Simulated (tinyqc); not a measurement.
Six-band Luttinger-Kohn model with strain: one step. Polarisation of the edge transitions. Four cases, with inputs chosen for the exercise.

Problem. In the basis X, Y, Z times spin, H(k = 0) has -Dso/3 + l exx + m (eyy + ezz) on the diagonal (cyclic) and n exy off it, l = av + 2 b, m = av - b, n = sqrt(3) d. Spin-orbit term (Dso/3) L.sigma on X, Y, Z with (L_k)_ij = -i epsilon_kij: <X+|H|Y+> = -i Dso/3, <X+|H|Z-> = Dso/3, <Y+|H|Z-> = -i Dso/3, <Z+|H|X-> = -Dso/3, <Z+|H|Y-> = i Dso/3, <X-|H|Y-> = i Dso/3, and their conjugates; + and - are the spin along z. The strength of a transition to an s-like conduction level for light polarised along the unit vector u is the weight of the orbital ux X + uy Y + uz Z in the valence state, summed over spin and averaged over the pair.

Case 1.

Values chosen (near those of Ge; shifted at random, so the results belong to these values and not to a real crystal): Dso = 0.29 eV (spin-orbit splitting); av = 1.21 eV (valence hydrostatic potential); b = -2.67 eV (tetragonal shear potential); d = -5.48 eV (trigonal shear potential).

strain tensor:
```
             x            y           z
x  -0.00994375   0.00000000  0.00000000
y   0.00000000  -0.00994375  0.00000000
z   0.00000000   0.00000000  0.00763729
```

Case 2.

Values chosen (near those of Ge; shifted at random, so the results belong to these values and not to a real crystal): Dso = 0.287 eV (spin-orbit splitting); av = 1.24 eV (valence hydrostatic potential); b = -2.55 eV (tetragonal shear potential); d = -5.26 eV (trigonal shear potential).

strain tensor:
```
             x            y           z
x  -0.00231879   0.00000000  0.00000000
y   0.00000000  -0.00231879  0.00000000
z   0.00000000   0.00000000  0.00847525
```

Case 3.

Values chosen (near those of Ge; shifted at random, so the results belong to these values and not to a real crystal): Dso = 0.293 eV (spin-orbit splitting); av = 1.24 eV (valence hydrostatic potential); b = -2.53 eV (tetragonal shear potential); d = -5.28 eV (trigonal shear potential).

strain tensor:
```
             x            y           z
x  -0.01026703   0.00000000  0.00000000
y   0.00000000  -0.01026703  0.00000000
z   0.00000000   0.00000000  0.00762513
```

Case 4.

Values chosen (near those of InSb; shifted at random, so the results belong to these values and not to a real crystal): Dso = 0.786 eV (spin-orbit splitting); av = 0.38 eV (valence hydrostatic potential); b = -1.99 eV (tetragonal shear potential); d = -4.73 eV (trigonal shear potential).

strain tensor:
```
             x            y           z
x  -0.00693798  -0.00754237  0.00000000
y  -0.00754237  -0.00693798  0.00000000
z   0.00000000   0.00000000  0.00765218
```

Give: strain block of X, Y, Z; Relative strengths.

Solution.

Case 1.

strain block of X, Y, Z (eV), lower triangle:
```
         X        Y         Z
X  0.03212
Y        0  0.03212
Z        0        0  -0.10871
```

Relative strengths:
```
polarisation    top  second  third
[100]         0.500   0.290  0.210
[010]         0.500   0.290  0.210
[001]         0.000   0.420  0.580
[110]         0.500   0.290  0.210
[1-10]        0.500   0.290  0.210
[111]         0.333   0.333  0.333
```

The top pair is strongest for light along [100], [010], [110] and [1-10] (0.500) and weakest along [001] (0.000); without strain every direction has 1/3 on average over the fourfold top. For each polarisation the three pairs add up to 1.

Case 2.

strain block of X, Y, Z (eV), lower triangle:
```
         X        Y         Z
X  0.03228
Y        0  0.03228
Z        0        0  -0.05029
```

Relative strengths:
```
polarisation    top  second  third
[100]         0.500   0.238  0.262
[010]         0.500   0.238  0.262
[001]         0.000   0.524  0.476
[110]         0.500   0.238  0.262
[1-10]        0.500   0.238  0.262
[111]         0.333   0.333  0.333
```

The top pair is strongest for light along [100], [010], [110] and [1-10] (0.500) and weakest along [001] (0.000); without strain every direction has 1/3 on average over the fourfold top. For each polarisation the three pairs add up to 1.

Case 3.

strain block of X, Y, Z (eV), lower triangle:
```
         X        Y         Z
X  0.02926
Y        0  0.02926
Z        0        0  -0.10654
```

Relative strengths:
```
polarisation    top  second  third
[100]         0.500   0.284  0.216
[010]         0.500   0.284  0.216
[001]         0.000   0.432  0.568
[110]         0.500   0.284  0.216
[1-10]        0.500   0.284  0.216
[111]         0.333   0.333  0.333
```

The top pair is strongest for light along [100], [010], [110] and [1-10] (0.500) and weakest along [001] (0.000); without strain every direction has 1/3 on average over the fourfold top. For each polarisation the three pairs add up to 1.

Case 4.

strain block of X, Y, Z (eV), lower triangle:
```
         X        Y         Z
X  0.02667
Y  0.06179  0.02667
Z        0        0  -0.06043
```

Relative strengths:
```
polarisation    top  second  third
[100]         0.450   0.240  0.310
[010]         0.450   0.240  0.310
[001]         0.099   0.520  0.381
[110]         0.733   0.004  0.263
[1-10]        0.168   0.476  0.356
[111]         0.521   0.176  0.302
```

The top pair is strongest for light along [110] (0.733) and weakest along [001] (0.099); without strain every direction has 1/3 on average over the fourfold top. For each polarisation the three pairs add up to 1.

Computed by tinyqc, one run a case: `OMP_NUM_THREADS=1 python tinyqc.py N N+1 out.jsonl` with N = 1050168, 1050631, 1050762, 1050997; one thread of a shared Intel(R) Xeon(R) Processor @ 2.30GHz, about 0.3 s a run at most.
